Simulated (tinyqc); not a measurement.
# Minority carriers and saturation current of a heavily doped emitter: effects of single changes

n-type, parabolic bands, full ionisation. eta = (EF - Ec)/kB T solves N = Nc F12(eta), F12(x) = (2/sqrt(pi)) int_0^infinity sqrt(u)/(1 + exp(u - x)) du. The gap shrinks rigidly by dEg = E1 [ln(N/N0) + sqrt(ln^2(N/N0) + 0.5)], an empirical law that is here taken as the true narrowing.

Parameters, values chosen for the exercise; band and dielectric values close to those of silicon:
```
symbol,value,unit,meaning
T,300,K,temperature
Eg,1.14,eV,band gap
Nc,2.85e19,cm^-3,conduction-band density of states at 300 K
Nv,2.68e19,cm^-3,valence-band density of states at 300 K
N,3.1e19,cm^-3,ionised donor density
E1,8.8,meV,energy of the narrowing law
N0,1.2e17,cm^-3,density of the narrowing law
mup,140,cm^2/(V s),minority-hole mobility
Cn,1.6e-31,cm^6/s,Auger coefficient
ts,0.77,us,defect lifetime
W,66,nm,emitter width
S,59000,cm/s,recombination velocity at the contact
```

Constants: q = 1.602176634e-19 C, kB = 1.380649e-23 J/K, Vt = kB T/q. Results are converted to the units shown.

Each table varies one quantity; the others keep the values above.

## Effect of the doping

ni = sqrt(Nc Nv) exp(-Eg/(2 Vt)), Eg in volts; degeneracy factor g = F12(eta) exp(-eta); nie^2 = ni^2 exp(dEg/kB T) g, p0 = nie^2/N; apparent narrowing dEg + kB T ln g. 1/tau = Cn N^2 + 1/ts, D = mup Vt, L = sqrt(D tau); J0 = (q p0 D/L)(s + tanh(W/L))/(1 + s tanh(W/L)), s = S L/D; the share recombining inside is 1 - 1/[cosh(W/L)(1 + tanh(W/L)/s)]. The mobility is held fixed.

Results:
```
N (cm^-3),apparent narrowing (meV),p0 (cm^-3),L (nm),J0 (fA/cm^2),share inside (%)
6.4e17,30.517,274.35,16288,2341.8,0.016079
1.5e18,44.827,203.60,14772,1738.0,0.019549
3.7e18,59.794,147.27,10185,1257.4,0.041114
8.9e18,73.457,103.86,5089.5,887.80,0.16444
2.1e19,84.657,67.887,2244.3,584.06,0.84009
5.1e19,90.912,35.605,931.12,318.09,4.6939
3e20,52.584,1.3743,158.53,29.759,63.582
```

Estimate the missing row, N = 1.2e20 cm^-3.

Computed row:
```
N (cm^-3),apparent narrowing (meV),p0 (cm^-3),L (nm),J0 (fA/cm^2),share inside (%)
1.2e20,85.425,12.238,396.23,131.25,21.444
```

With this row back in the table: The apparent narrowing goes from 30.5 through a maximum of 90.9 (at N = 5.1e19 cm^-3 among the rows listed) to 52.6 meV. p0 goes as N^(-0.35) between the first two rows and N^(-2.39) between the last two (-1 without narrowing or degeneracy), and J0 falls from 2340 to 29.8 fA/cm^2.

## Effect of the contact

Same model as above.

Result of one run:
```
S (cm/s),J0 (fA/cm^2),share inside (%)
26000,219.32,3.8745
```

What becomes of these results when the recombination velocity at the contact S is changed from 26000 to 6200 cm/s, all else the same?

Result of the changed run:
```
S (cm/s),J0 (fA/cm^2),share inside (%)
6200,60.713,14.240
```

The whole series:
```
S (cm/s),J0 (fA/cm^2),share inside (%)
80,9.3728,92.752
340,11.577,75.074
1500,21.387,40.597
6200,60.713,14.240
26000,219.32,3.8745
1.1e5,786.17,1.0136
4.8e5,2181.1,0.30566
2.1e6,3700.0,0.14187
8.8e6,4391.2,0.10485
```

J0 rises from 9.37 to 4390 fA/cm^2, between the limits q p0 (D/L) tanh(W/L) = 8.69 and q p0 (D/L) coth(W/L) = 4660; W/L = 0.043, so passivating the contact can gain at most a factor of 537.

Range of the model: Band tails, non-parabolic bands and incomplete ionisation are left out.

Program tinyqc, `OMP_NUM_THREADS=1 python tinyqc.py 2330021 2330022 out.jsonl`; Intel Xeon 2.30GHz, shared host, one thread, about 0.01 s.
